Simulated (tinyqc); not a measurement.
Worked calculation: free-carrier optics of a doped semiconductor (Drude model with one polar phonon). Values are carried at full precision from step to step, so a last printed digit may differ when a step is redone from the rounded ones.

eps(E) = ei [1 - Ep^2/(E^2 + i E Gam)] + (es - ei) wT^2/(wT^2 - E^2 - i E gT), with Ep^2 = 8 pi c (e^2/(4 pi eps0)) N/(m ei), c = hbar^2/2m0, N in 1/angstrom^3 (1e-24 per 1/cm^3); Gam = hbar/tau, tau = mu m m0/e with m0/e = 5.685630e-12 kg/C and mu in m^2/(V s). Energies in meV.

Constants: hbar^2/2m0 = 3.80998211 eV angstrom^2; e^2/(4 pi eps0) = 14.39964547 eV angstrom; hbar = 6.58211957e-16 eV s; hbar c = 1973.269805 eV angstrom.

Values chosen for the exercise (mass and dielectric values near those of InSb; N and mu are free inputs; interband absorption and the rise of the mass with filling are left out; not measured data):

| symbol | value | unit | meaning |
|---|---|---|---|
| N | 1e+17 | 1/cm^3 | carrier density |
| m | 0.0128 | m0 | conductivity mass |
| mu | 18000 | cm^2/(V s) | mobility |
| ei | 15.36 |  | high-frequency dielectric constant |
| wT | 21.9 | meV | TO phonon |
| es | 16.38 |  | static dielectric constant |
| gT | 0.8 | meV | phonon damping |
| E | 11.7 | meV | photon energy |

## Plasma energy and damping

Evaluate Ep, tau, Gam, the plasma wavelength hc/Ep (hc = 1239.841984 eV nm) and the dc resistivity 1/(e N mu), e = 1.602176634e-19 C.

Ep = 26.4824 meV
tau = 131.00 fs
Gam = 5.0246 meV
plasma wavelength = 46.82 micrometre
rho = 0.00347 ohm cm

Ep/Gam = 5.27: the plasma edge is sharp.

## Dielectric function at one energy

Insert the numbers.

free-carrier term = -66.4389+28.5326i
eps = -49.6526+28.5716i

## Optical constants

n + i k = sqrt(eps1 + i eps2) with k >= 0; R = ((n - 1)^2 + k^2)/((n + 1)^2 + k^2) at normal incidence from vacuum; alpha = 2 E k/(hbar c), times 1e8 for 1/cm; loss function Im(-1/eps) = eps2/(eps1^2 + eps2^2).

Convert eps at the photon energy E (in meV) into the optical constants.

n = 1.9537
k = 7.3123
R = 0.8743
alpha = 8.67e+03 1/cm

Light of this energy penetrates 1/alpha = 1.15 micrometre.

## Coupled plasmon-phonon modes

Without damping eps = 0 gives E^4 - (wL^2 + Ep^2) E^2 + Ep^2 wT^2 = 0 with wL = wT sqrt(es/ei) (Lyddane-Sachs-Teller).

wL = 22.62 meV

L-, L+ (meV): 20.72  27.99

L+ lies 1.51 meV above the larger of wL and Ep; L- lies below wT by 1.18 meV.

## Checks

- Integral of E eps2 of the free-carrier term against (pi/2) ei Ep^2 (meV^2): both 16921.

Program tinyqc; command `OMP_NUM_THREADS=1 python tinyqc.py 1682571 1682572 out.jsonl`; about 0.01 s on one thread of a shared Intel(R) Xeon(R) Processor @ 2.30GHz.
